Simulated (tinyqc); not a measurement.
# Field-effect mobility of a thin-film transistor with band-tail and deep states (multiple trapping), step by step

A worked calculation. Computed by tinyqc, a small Python program that keeps every step. Command: `OMP_NUM_THREADS=1 python tinyqc.py 3019969 3019970 out.jsonl tft walk`. One thread of a shared host (Intel(R) Xeon(R) Processor @ 2.30GHz), about 0.05 s of CPU time with the checks. Intermediate numbers are printed to about 7 digits and carried at full precision; extremes and crossings named in words are read from the listed rows.

A thick film in accumulation at small drain voltage. Only free electrons move; trapped ones still screen the gate. N_c and mu_0 are held fixed when T changes, leaving out the T^(3/2) growth of N_c. x = E_0 - psi is the distance of the Fermi level below the band edge.

Inputs (values chosen for the exercise, modelled on nanocrystalline ZnO):
```
quantity                                           value         unit
permittivity eps                                     8.5            -
effective density of states N_c                  4.2e+18       1/cm^3
band mobility mu_0                                    39   cm^2/(V s)
tail density at the edge g_t                     4.1e+20  1/(eV cm^3)
tail width E_t                                        42          meV
flat-band Fermi level below the edge, E_0           0.67           eV
equivalent oxide thickness t                           8           nm
surface band bending psi_s as a fraction of E_0     0.67            -
temperature T                                        250            K
```

Deep states: none.

Constants: k_B = 8.617333262e-05 eV/K; e = 1.602176634e-19 C; eps_0 = 8.8541878128e-12 F/m.

## Free and trapped densities

F_j(eta) = int_0^infinity x^j/(1 + exp(x - eta)) dx, without a gamma-function factor. Integrals over x = E/(k_B T) use 160 Gauss-Legendre points in u = sqrt(x) from 0 to sqrt(max(eta, 0) + 32). Free n(x) = N_c (2/sqrt(pi)) F_1/2(-x/k_B T), with F_1/2 from its two-term series in exp(-x/k_B T) for x >= 12 k_B T; tail n_t(x) = int_0^1.2eV g_t exp(-E/E_t)/(1 + exp((x - E)/k_B T)) dE, E counted down from the edge, 120 Gauss-Legendre points; space charge rho(psi) = n + n_t less its value at psi = 0.

Local densities at x = 0.4, 0.3, 0.2, 0.15, 0.1, 0.05, 0 and -0.05 eV:
```
x (eV)    n (1/cm^3)  n_t (1/cm^3)   n/(n + n_t)
0.40    3.627473e+10  2.029710e+15  1.787156e-05
0.30    3.762836e+12  2.193716e+16  1.714985e-04
0.20    3.903125e+14  2.357452e+17  1.652918e-03
0.15    3.974084e+15  7.636652e+17  5.177021e-03
0.10    4.035181e+16  2.393583e+18  1.657884e-02
0.05    3.987807e+17  6.718339e+18  5.603119e-02
0.00    3.213618e+18  1.346699e+19  1.926559e-01
-0.05   1.392235e+19  1.667845e+19  4.549669e-01
```

E_t/k_B T = 1.95: deep in the tail n_t follows exp(-x/E_t), more slowly than n, so the free share grows as the Fermi level rises.

## One gate voltage

Poisson: F(psi) = sqrt((2 e/(eps eps_0)) int_0^psi rho dpsi'); V_G - V_FB = psi_s + eps F(psi_s) t/3.9; free sheet density N_f = int (n - n(E_0))/F dpsi; induced sheet density N_i = eps eps_0 F(psi_s)/e; trapezoid rule on 301 even points in psi, the first interval left out of N_f. mu_eff = mu_0 N_f/N_i; field-effect mobility mu_FE = mu_0 e (dN_f/dV_G)/C_ox and swing S = dV_G/dlog10(N_f), by a central difference of +/- 2 mV in psi_s; C_ox = 3.9 eps_0/t.

surface field = 50.63795 kV/cm

V_G - V_FB = 0.5371918 V

free sheet density N_f = 8.387756e+07 1/cm^2

induced sheet density N_i = 2.378665e+11 1/cm^2

effective mobility mu_eff = 0.01375236 cm^2/(V s)

field-effect mobility mu_FE = 0.02046418 cm^2/(V s)

swing S = 136.7301 mV/decade

0.035 % of the induced charge is free. mu_FE exceeds mu_eff because the free share is still growing with V_G. The swing is 2.76 times the ideal ln(10) k_B T/e.

## Transfer curve

The formulas are those given above.

Against the band bending:
```
psi_s (V)  V_G - V_FB (V)  N_f (1/cm^2)  mu_eff (cm^2/(V s))  mu_FE (cm^2/(V s))  S (mV/decade)
0.23             0.236436  4.527658e+04         1.018372e-04        2.061975e-05         73.249
0.34             0.364137  1.960943e+06         1.176083e-03        7.596875e-04         86.108
0.42             0.482608  3.093698e+07         7.153183e-03        8.862366e-03        116.450
0.48             0.607749  2.454505e+08         2.781357e-02        4.880574e-02        167.767
0.54             0.799647  1.951888e+09         1.088236e-01        2.414636e-01        269.661
0.59             1.054041  1.102281e+10         3.438649e-01        8.785773e-01        418.530
0.64             1.443830  6.165081e+10         1.110264e+00        3.234981e+00        635.665
0.68             1.862368  2.246235e+11         2.750134e+00        8.528958e+00        878.122
0.74             2.624922  9.909642e+11         7.610553e+00        1.994045e+01       1656.387
```

The steepest swing among the rows is 73 mV/decade. mu_eff climbs from 1.0e-4 to 7.6, 20 % of mu_0 in the last row. Between rows 6 and 7 N_f scales as (V_G - V_FB - psi_s)^3.13; an exponential tail holding all the charge would give the larger of 1 and 2 E_t/k_B T - 1, here 2.90, and free charge alone 1.

Checks made by the program: tail integral against adaptive quadrature (relative difference below 1e-10).
